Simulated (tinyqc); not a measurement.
Inside a calculation. Method: FCI on RHF in the 6-311g basis, for H2, spin multiplicity 1. One step of it, computed by the program tinyqc.

Task: Iteration 6 (converged): orbitals. Diagonalise F' = X^T F X, C = X C', fill 1 alpha and 1 beta electrons from the bottom; D = 2 C_occ C_occ^T. Each column has its largest component positive (the first on a tie).

converged F (hartree):
```
           1H 1s      1H 2s      1H 3s      2H 1s      2H 2s      2H 3s
1H 1s   0.584844  -0.446309  -0.468948  -0.514179  -0.514605  -0.443962
1H 2s  -0.446309  -0.368580  -0.387830  -0.514605  -0.486541  -0.407375
1H 3s  -0.468948  -0.387830  -0.257399  -0.443962  -0.407375  -0.275293
2H 1s  -0.514179  -0.514605  -0.443962   0.584844  -0.446309  -0.468948
2H 2s  -0.514605  -0.486541  -0.407375  -0.446309  -0.368580  -0.387830
2H 3s  -0.443962  -0.407375  -0.275293  -0.468948  -0.387830  -0.257399
```

X:
```
           1H 1s      1H 2s      1H 3s      2H 1s      2H 2s      2H 3s
1H 1s   1.375536  -0.750591   0.217301  -0.013596  -0.002802  -0.036215
1H 2s  -0.750591   2.389319  -1.153467  -0.002802  -0.642568   0.398239
1H 3s   0.217301  -1.153467   2.792614  -0.036215   0.398239  -1.630999
2H 1s  -0.013596  -0.002802  -0.036215   1.375536  -0.750591   0.217301
2H 2s  -0.002802  -0.642568   0.398239  -0.750591   2.389319  -1.153467
2H 3s  -0.036215   0.398239  -1.630999   0.217301  -1.153467   2.792614
```

Give: F' = X^T F X; orbital energies; coefficients C; D after iteration 6.

Result:

F' = X^T F X (hartree):
```
         1        2        3        4        5        6
1   1.6939  -1.1701   0.0126  -0.3271  -0.1761  -0.1438
2  -1.1701   0.9529  -0.3805  -0.1761  -0.2375  -0.0278
3   0.0126  -0.3805   0.1983  -0.1438  -0.0278  -0.1285
4  -0.3271  -0.1761  -0.1438   1.6939  -1.1701   0.0126
5  -0.1761  -0.2375  -0.0278  -1.1701   0.9529  -0.3805
6  -0.1438  -0.0278  -0.1285   0.0126  -0.3805   0.1983
```

orbital energies (hartree): MO1 -0.5911, MO2 0.1664, MO3 0.3074, MO4 0.6443, MO5 2.4358, MO6 2.7275

coefficients C:
```
          MO1      MO2      MO3      MO4      MO5      MO6
1H 1s  0.1895   0.0821  -0.0490  -0.0899  -1.0906  -1.1233
1H 2s  0.2969  -0.0296  -0.7190  -1.7050   1.2204   1.7810
1H 3s  0.1291   2.2130   0.8504   2.1725  -0.4862  -1.1845
2H 1s  0.1895  -0.0821  -0.0490   0.0899  -1.0906   1.1233
2H 2s  0.2969   0.0296  -0.7190   1.7050   1.2204  -1.7810
2H 3s  0.1291  -2.2130   0.8504  -2.1725  -0.4862   1.1845
```

D after iteration 6:
```
        1H 1s   1H 2s   1H 3s   2H 1s   2H 2s   2H 3s
1H 1s  0.0718  0.1126  0.0489  0.0718  0.1126  0.0489
1H 2s  0.1126  0.1763  0.0767  0.1126  0.1763  0.0767
1H 3s  0.0489  0.0767  0.0333  0.0489  0.0767  0.0333
2H 1s  0.0718  0.1126  0.0489  0.0718  0.1126  0.0489
2H 2s  0.1126  0.1763  0.0767  0.1126  0.1763  0.0767
2H 3s  0.0489  0.0767  0.0333  0.0489  0.0767  0.0333
```
